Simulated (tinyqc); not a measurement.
Molecular dynamics of a small cluster by velocity Verlet steps: one step, computed by the program tinyqc. Command: `OMP_NUM_THREADS=1 python tinyqc.py 3016977 3016978 out.jsonl verlet walk`. One thread of a shared host (Intel(R) Xeon(R) Processor @ 2.30GHz), about 0.2 s of CPU time with the checks.

E = sum_(i<j) phi(r_ij), phi(r) = eps [exp(-2 alpha (r - r0)) - 2 exp(-alpha (r - r0))]; the force on i is -sum_j phi'(r_ij) (R_i - R_j)/r_ij.

Problem. State at the start. Velocity Verlet: a = c F/M with c = 9.648533212e-3 angstrom/fs^2 per eV/(angstrom u); R(new) = R + v dt + a dt^2/2; v(new) = v + (a + a(new)) dt/2. Kinetic energy K = M v^2/(2c); temperature T = 2K/((3N - 3) k_B), rotation of the cluster included. After each step v is scaled by sqrt(1 + (dt/tau)(T0/T - 1)).

Inputs (values chosen for the exercise, for model atoms):
```
quantity,value,unit
length r0,2.44,angstrom
well depth eps,0.51,eV
stiffness alpha,2.26,1/angstrom
atomic mass M,138,u
time step dt,2.6,fs
target temperature T0,100,K
coupling time tau,100,fs
```

Potential: Morse. Thermostat: Berendsen.

starting positions (angstrom):
```
,x,y,z
atom 1,0,0.05,0.03
atom 2,2.45,0.03,0
atom 3,2.43,2.43,0.01
atom 4,0.01,2.5,-0.03
atom 5,1.25,1.21,1.75
atom 6,1.21,1.28,-1.82
```

starting velocities (angstrom/fs):
```
,x,y,z
atom 1,0.00067,0.00158,-0.00185
atom 2,-0.00058,-0.00196,0.00015
atom 3,-0.00063,-0.00174,0.0028
atom 4,-0.00084,0.0004,-0.00072
atom 5,0.00015,0.00063,-0.00045
atom 6,0.00123,0.0011,8e-05
```

Constants: 1 eV/(angstrom u) = 9.648533212e-03 angstrom/fs^2; k_B = 8.617333262e-05 eV/K.

Give: forces; potential energy; kinetic energy; temperature.

Solution.

forces (eV/angstrom):
```
,x,y,z
atom 1,0.3321,0.3368,-0.3264
atom 2,-0.3318,0.0482,-0.3025
atom 3,-0.1335,0.0096,-0.1713
atom 4,0.2813,-0.4457,0.1125
atom 5,-0.1691,0.2259,-0.2440
atom 6,0.0210,-0.1747,0.9317
```

potential energy = -6.334 eV

kinetic energy = 0.1900 eV

temperature = 294.0 K
